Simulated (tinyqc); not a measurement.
Inside a calculation. Method: MP2 on RHF in the sto-6g basis, for H3+, spin multiplicity 1. One step of it, computed by the program tinyqc.

Task: Second-order Moller-Plesset energy. E2 = sum_ijab (ia|jb) [2 (ia|jb) - (ib|ja)] / (e_i + e_j - e_a - e_b) over occupied i, j and virtual a, b; the opposite-spin part is (ia|jb)^2 / denominator, the rest is same-spin, and SCS-MP2 scales them by 6/5 and 1/3.

orbital energies (hartree): MO1 -1.218051, MO2 -0.029824, MO3 -0.029309

Two-electron integrals over orbitals (pq|rs), unique and non-zero (hartree):
```
p,q,r,s,(pq|rs)
1,1,1,1,0.612190
2,1,1,1,-0.000040
2,1,2,1,0.143944
2,2,1,1,0.594253
2,2,2,1,0.057790
2,2,2,2,0.673558
3,1,1,1,0.000049
3,1,2,1,5.58e-09
3,1,2,2,-0.069950
3,1,3,1,0.143945
3,2,1,1,9.59e-09
3,2,2,1,-0.069994
3,2,2,2,-0.000031
3,2,3,1,-0.057777
3,2,3,2,0.072405
3,3,1,1,0.594324
3,3,2,1,-0.057814
3,3,2,2,0.528792
3,3,3,1,0.069979
3,3,3,2,0.000031
3,3,3,3,0.673596
```

Hartree-Fock energy = -1.24636430 hartree

Give: Terms; Pair energies; MP2 correlation energy; SCS-MP2 correlation energy; MP2 total energy.

Result:

Terms:
```
i,j,a,b,(ia|jb),(ib|ja),denominator,term
1,1,2,2,0.1439,0.1439,-2.3765,-0.0087
1,1,3,3,0.1439,0.1439,-2.3775,-0.0087
1,1,3,2,5.58e-09,5.58e-09,-2.3770,0
1,1,2,3,5.58e-09,5.58e-09,-2.3770,0
```

Pair energies (hartree; pair i-j sums ij and ji):
```
pair,opposite spin,same spin
1-1,-0.0174,0
```

MP2 correlation energy = -0.017434 hartree

SCS-MP2 correlation energy = -0.020921 hartree

MP2 total energy = -1.263798 hartree
